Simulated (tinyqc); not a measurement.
Worked calculation: single-domain magnet: Stoner-Wohlfarth switching, Neel-Arrhenius retention, LLG dynamics and spin torque. Computed by tinyqc, a small Python program that keeps every step. Command: `OMP_NUM_THREADS=1 python tinyqc.py 3005888 3005889 out.jsonl macro walk`. One thread of a shared host (Intel(R) Xeon(R) Processor @ 2.30GHz), about 0.01 s of CPU time with the checks. Intermediate numbers are printed to about 6 digits and carried at full precision; extremes and crossings named in words are read from the listed rows.

The moment is uniform, with unit vector m; z is the easy axis. mu_0 = 1.25663706212e-6 T m/A, gamma = 1.76085963023e11 rad/(s T).

Inputs (values chosen for the exercise, for a model magnet):

| quantity | value | unit |
|---|---|---|
| saturation magnetisation M_s | 722 | kA/m |
| diameter d | 51 | nm |
| thickness t | 0.94 | nm |
| interface anisotropy K_i | 0.411 | mJ/m^2 |
| bulk anisotropy K_u | 0 | kJ/m^3 |
| exchange stiffness A | 26 | pJ/m |
| temperature T | 300 | K |
| attempt frequency f0 | 1 | GHz |
| field angle psi from the easy axis | 35 | degrees |
| reversing field h = H/H_K | 0.25 | - |
| waiting time t_w | 1 | s |
| damping alpha | 0.024 | - |
| spin-torque efficiency eta | 0.72 | - |
| drive I/I_c0 | 2.6 | - |
| time step times gamma mu_0 H_K | 0.1 | - |

Shape: thin disc, easy axis normal to it.

Constants: k_B = 1.380649e-23 J/K; e = 1.602176634e-19 C; hbar = 1.054571817e-34 J s.

## Effective anisotropy

The disc is treated as an oblate spheroid with p = t/d: N_z = [1 - p arccos(p)/sqrt(1 - p^2)]/(1 - p^2); V = pi d^2 t/4; K_eff = K_u + K_i/t + K_shape, K_shape = -(mu_0 M_s^2/4)(3 N_z - 1); mu_0 H_K = 2 K_eff/M_s.

demagnetising factor N_z = 0.971713

volume V = 1920.25 nm^3

K_shape = -313.635 kJ/m^3

K_eff = 123.599 kJ/m^3

anisotropy field mu_0 H_K = 0.342379 T

Shape works against the easy axis and takes 72 % of the other terms. Caution: a flat cylinder has a smaller N_z than the spheroid of the same t/d, so K_eff of a real disc is larger.

## Retention at zero field

Delta = K_eff V/(k_B T); tau = exp(Delta)/f0; probability of a flip within t_w: P = 1 - exp(-t_w/tau). Wall width parameter sqrt(A/K_eff); a two-domain state costs 4 sqrt(A K_eff) times the cross-section that the wall cuts (d t).

stability factor Delta = 57.3018

log10 of tau in s = 15.8859

probability of a flip = 1.30057e-16

wall parameter = 14.5037 nm

barrier of the wall path / k_B T = 82.9942

Ten years (3.15e8 s) need Delta > 40.3 for tau alone; this element has 57.3. Coherent rotation is the cheaper path.

## Barrier in a tilted field

Energy over K_eff V: e(theta) = sin^2(theta) + 2 h cos(theta - psi) for m at the angle theta from +z and a field that points at psi from -z (it pulls m away from +z towards negative theta); h_sw = (cos^(2/3) psi + sin^(2/3) psi)^(-3/2). The metastable minimum and the saddle are the two roots of e'(theta) = sin(2 theta) - 2 h sin(theta - psi) on either side of theta_c = -arctan(tan^(1/3) psi).

switching field h_sw = 0.510377

minimum theta = -10.4342 degrees

saddle theta = -76.0968 degrees

barrier / (K_eff V) = 0.378629

barrier / (k_B T) = 21.6961

The form (1 - h/h_sw)^n reproduces this barrier with n = 1.443; n is 2 for a field on the axis, and the approach to h_sw has the exponent 3/2 off the axis.

## Switching field against angle and time

Switching field at T: the h at which the exact barrier equals ln(f0 t_w/ln 2) k_B T (0 if the zero-field barrier is lower). Sharrock form: h_sw [1 - (ln(f0 t_w/ln 2)/Delta)^(1/n)], n = 0.86 + 1.14 h_sw.

Fields over H_K:

| psi (degrees) | h_sw at T = 0 | thermal, exact barrier | thermal, Sharrock form |
|---|---|---|---|
| 1 | 0.907074 | 0.383353 | 0.371949 |
| 10 | 0.673805 | 0.320245 | 0.309124 |
| 20 | 0.573649 | 0.281812 | 0.277223 |
| 30 | 0.524016 | 0.260928 | 0.260089 |
| 45 | 0.500000 | 0.250447 | 0.251454 |
| 60 | 0.524016 | 0.260928 | 0.260089 |
| 75 | 0.614659 | 0.298195 | 0.290697 |
| 89 | 0.907074 | 0.383353 | 0.371949 |

At T = 0 the field is least at 45 degrees, H_K/2, and symmetric about it. Thermal help lowers it to 42 % at 1 degree and 50 % at 45 degrees; the Sharrock form misses the exact barrier by at most about 0.011 H_K, at psi = 1 (and its mirror angle).

## Spin-transfer switching

For axial symmetry and a polariser along z: I_c0 = (4 e alpha/(hbar eta)) K_eff V; relaxation time tau_D = (1 + alpha^2)/(alpha gamma mu_0 H_K); thermal start angle theta_0 = 1/sqrt(2 Delta); switching time about tau_D ln(pi/(2 theta_0))/(I/I_c0 - 1); precession frequency gamma mu_0 H_K/(2 pi (1 + alpha^2)).

critical current I_c0 = 48.0780 microampere

Delta/I_c0 = 1.19185 1/microampere

tau_D = 0.691523 ns

switching time, estimate = 1.21981 ns

precession frequency = 9.58964 GHz

## One LLG step

In the time s = gamma mu_0 H_K t: (1 + alpha^2) dm/ds = -m x b - alpha m x (m x b) + a [m x (m x z) - alpha m x z], b = m_z z, a = alpha I/I_c0; Heun steps (Euler predictor, mean of the two slopes) without renormalising; start m = (sin theta_0, 0, cos theta_0), theta_0 = 1/sqrt(2 Delta).

m at the start: 0.093276  0.000000  0.995640

first slope: 0.0035738  0.0929553  -0.0003348

predictor: 0.093633  0.009296  0.995607

second slope: -0.0056758  0.0936645  -0.0003407

m after the step: 0.093171  0.009331  0.995607

## Exact time to the equator

The polar equation dm_z/dt = -(1 - m_z^2)(i - m_z)/tau_D, i = I/I_c0, integrates to t = tau_D [F(cos theta_0) - F(0)], F(z) = -ln(1 - z)/(2 (i - 1)) + ln(1 + z)/(2 (i + 1)) + ln(i - z)/(i^2 - 1), theta_0 = 1/sqrt(2 Delta).

time to m_z = 0 = 1.18299 ns

The linear estimate is 1.03 times this.

## The trajectory

Run until m_z <= 0 (time by linear interpolation), |m|^2 leaves 1 by more than 1, or three exact times have passed; the run counts as sound if the time is within 3 % of the exact one.

Every few steps:

| step | t (ns) | m_x | m_y | m_z | \|m\| |
|---|---|---|---|---|---|
| 0 | 0.00000 | 0.093276 | 0.000000 | 0.995640 | 1.00000 |
| 71 | 0.11777 | 0.086040 | 0.087462 | 0.992455 | 1.00001 |
| 142 | 0.23554 | 0.002241 | 0.161283 | 0.986933 | 1.00003 |
| 213 | 0.35330 | -0.135997 | 0.162478 | 0.977352 | 1.00006 |
| 284 | 0.47107 | -0.268981 | 0.069898 | 0.960713 | 1.00010 |
| 355 | 0.58884 | -0.355769 | -0.074719 | 0.931771 | 1.00018 |
| 426 | 0.70661 | -0.437097 | -0.180978 | 0.881337 | 1.00028 |
| 497 | 0.82437 | -0.606513 | -0.059347 | 0.793371 | 1.00041 |
| 568 | 0.94214 | -0.393371 | 0.660083 | 0.640779 | 1.00052 |
| 639 | 1.05991 | 0.830981 | -0.403967 | 0.383970 | 1.00058 |
| 710 | 1.17768 | 0.559024 | 0.829840 | -0.004616 | 1.00058 |

time to m_z = 0 by the steps = 1.17645 ns

largest drift of |m| = 5.81765e-04

The steps give 0.9945 of the exact time, with |m| kept to 5.8e-4.

Checks made by the program: the barrier at psi -> 0 against (1 - h)^2 (relative difference 9e-08); the closed form against quadrature (relative difference below 1e-10).
